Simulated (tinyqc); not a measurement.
Approach to the steady line: permeation of metal atoms or ions through a thin barrier or dielectric: time lag, field-aided drift and lifetime. Computed by tinyqc, a small Python program. Command: `OMP_NUM_THREADS=1 python tinyqc.py 3030615 3030616 out.jsonl barrier walk`. One thread of a shared host (Intel(R) Xeon(R) Processor @ 2.30GHz), about 0.01 s of CPU time with the checks.

The film 0 < x < d is empty at first; C = C0 at x = 0 and C = 0 at x = d. dC/dt = D d2C/dx2 - v dC/dx with drift v = D z e V/(k_B T d) (uniform field, no space charge).

Inputs (values chosen for the exercise, for a model case: singly charged ions through a dielectric):
```
quantity,value,unit
thickness d,25,nm
prefactor D0,5.1e-07,cm^2/s
activation energy E,0.76,eV
concentration at the source side C0,7e+14,1/cm^3
charge number z,1,-
voltage V (positive drives ions across),0.049,V
test temperature T,200,C
```

Constants: k_B = 8.617333262e-05 eV/K.

Method:
- D = D0 exp(-E/(k_B T)); time scale d^2/D; Peclet number P = z V/(k_B T), k_B T in eV; 1 nm = 1e-7 cm.
- Temperatures in kelvin are T(C) + 273.15.
- Steady flux J = (D C0/d) P/(1 - exp(-P)); time lag in units of d^2/D: s_L = [P (1 + exp(-P))/(1 - exp(-P)) - 2]/P^2 (P = 0: J = D C0/d, s_L = 1/6).
- Dose through the film Q(s) = C0 d {f (s - s_L) - 2 exp(P/2) sum_(n=1..200) (-1)^n n^2 pi^2 exp(-l_n s)/l_n^2}, l_n = n^2 pi^2 + P^2/4, f = P/(1 - exp(-P)) the relative flux.
- Short-time form for P = 0: Q/(C0 d) = 4 sqrt(s) ierfc(1/(2 sqrt(s))), ierfc(y) = exp(-y^2)/sqrt(pi) - y erfc(y).

Peclet number P = 1.20178

flux relative to D C0/d = 1.71844

time lag s_L = 0.162788

Q/(C0 d):
```
s,series,steady line f (s - s_L),series without field,"short-time form, no field"
0.03,8.7518e-06,-0.2282,4.8419e-06,4.8419e-06
0.05,4.8461e-04,-0.1938,2.6934e-04,2.6934e-04
0.08,5.7370e-03,-0.1423,3.2066e-03,3.2066e-03
0.12,2.6476e-02,-0.0735,1.4887e-02,1.4887e-02
0.20,1.0836e-01,0.0639,6.1464e-02,6.1463e-02
0.30,2.5177e-01,0.2358,1.4382e-01,1.4379e-01
0.50,5.8155e-01,0.5795,3.3479e-01,3.3326e-01
0.80,1.0951e+00,1.0950,6.3341e-01,6.1838e-01
1.20,1.7824e+00,1.7824,1.0333e+00,9.7002e-01
```

What follows from these numbers?

The dose lies above the steady line at all times and, among these rows, is within 1 % of it from s = 0.5 on (the lag is s_L = 0.163); for a known P the intercept of that line gives D and its slope D C0. The field changes the dose by a factor 1.81 in the first row and 1.72 in the last; at short times the factor tends to exp(P/2) = 1.82.

Extremes, crossings and ranges named in words are read from the listed rows.
